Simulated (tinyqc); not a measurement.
## Trap density from two Hall measurements

Problem. p-type body, charge-sheet picture, full ionisation (an idealisation for deep acceptors), Boltzmann statistics for free electrons. e = Ec - EF at the surface. psi = Eg - Vt ln(Nv/Na) - e; N_dep = sqrt(2 eps0 eps_r Na (psi - Vt)/q); n_f = sqrt(N_dep^2 + 2 eps0 eps_r Vt Nc exp(-e/Vt)/q) - N_dep; Vg = Vfb + psi + q (N_dep + n_t + n_f)/Cox, Cox = eps0 eox/tox. Find e and n_t at both points and the mean trap density between them.

Inputs (values chosen for the exercise); band and dielectric values close to those of 4H silicon carbide: temperature T = 300 K; band gap Eg = 3.27 eV; relative permittivity eps_r = 9.87; conduction-band density of states at T Nc = 1.73e19 cm^-3; valence-band density of states at T Nv = 2.47e19 cm^-3; relative permittivity of the insulator eox = 3.9; insulator thickness tox = 25 nm; acceptor density Na = 6.8e15 cm^-3; flat-band voltage without trapped charge Vfb = -2.16 V.

Constants: q = 1.602176634e-19 C, kB = 1.380649e-23 J/K, Vt = kB T/q, eps0 = 8.8541878128e-14 F/cm where lengths are in cm. Results are converted to the units shown.

Vg (V): 1.5010911  1.9177621
free sheet density from the Hall effect (cm^-2): 4.8051163e9  8.5799070e10

Solution. Each n_f fixes e; what the gate voltage holds beyond psi, N_dep and n_f is trapped; the difference quotient is the density, smeared over a few Vt.

e (eV): 0.181  0.104
n_t (cm^-2): 2.11e11  4.17e11
mean trap density = 2.67e12 cm^-2 eV^-1

tinyqc, about 0.03 s, one thread, Intel Xeon 2.30GHz (shared host): `OMP_NUM_THREADS=1 python tinyqc.py 2222021 2222022 out.jsonl`
